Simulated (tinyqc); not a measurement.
# Six-transistor SRAM cell, nodal equations and margins: effect of the supply voltage

Two cross-coupled inverters (pull-down bn, pull-up bp) hold the nodes Q and QB; access transistors (ba, threshold VTn, gate on the word line at Vdd when selected) join them to the bit lines. Transistor (EKV form, voltages against the body): I = 2 n b Vt^2 [F(vp - Vs) - F(vp - Vd)] from drain to source, F(v) = ln^2(1 + exp(v/(2 Vt))), vp = (Vg - VT + sg |Vd - Vs|)/n. n-channel bodies are at 0; for the p-channel device all voltages are counted down from Vdd. b in uA/V^2 gives I in uA. For an access transistor the bit line is the drain and the node the source. In a read both bit lines are at Vdd. The cell is symmetric (no mismatch).

f(x) is the node voltage of one half-cell for input x: In = Ip in hold, In = Ip + Ia in a read. Static noise margin: side of the largest square between the curve (x, f(x)) and its mirror image (f(y), y); with h(c) the root x of f(x) - x = c, it is the maximum over c > 0 of h(c) - h(-c) + c. Q is the low node in a read and Iread the current of its access transistor. The write trip is the voltage to which the bit line of the high node must fall (the other staying at Vdd) for that state to vanish; higher is easier, and a negative value means that a grounded bit line does not write.

Parameters, values chosen for the exercise: temperature T = 293 K; slope factor n = 1.41; drain-induced barrier lowering sg = 0.027; n-channel threshold VTn = 0.27 V; p-channel threshold (magnitude) VTp = 0.43 V; gain factor of the pull-down transistor bn = 610 uA/V^2; gain factor of the access transistor ba = 510 uA/V^2; gain factor of the pull-up transistor bp = 170 uA/V^2.

Constants: q = 1.602176634e-19 C, kB = 1.380649e-23 J/K, Vt = kB T/q. Results are converted to the units shown.

Result of one run:
```
hold margin (mV),read margin (mV),Q in a read (mV),Iread (uA),write trip (mV)
229.9,101.6,85.54,19.30,260.2
```

Which supply voltage Vdd gave this result: 0.6, 0.7, 0.85 or 1 V?

Vdd = 0.7 V.

The whole series:
```
Vdd (V),hold margin (mV),read margin (mV),Q in a read (mV),Iread (uA),write trip (mV)
0.4,93.26,30.16,35.41,2.096,190.2
0.5,140.4,56.58,49.90,5.724,204.6
0.6,186.2,80.57,67.12,11.47,229.0
0.7,229.9,101.6,85.54,19.30,260.2
0.85,290.3,126.9,114.0,34.90,314.8
1,343.5,145.4,142.8,55.08,374.5
```

As Vdd goes from 0.4 to 1 V, the read margin rises from 30.2 to 145 mV, the write trip rises from 190 to 374 mV and Iread rises from 2.10 to 55.1 uA. The read margin is 0.32 of the hold margin in the first row and 0.42 in the last. For Vdd = 0.4 to 0.6 V the read margin is under 100 mV, which threshold mismatch, left out here, can use up in a large array.

Numbers from tinyqc (`OMP_NUM_THREADS=1 python tinyqc.py 2340072 2340073 out.jsonl`; about 0.1 s on one thread of a shared Intel Xeon 2.30GHz).
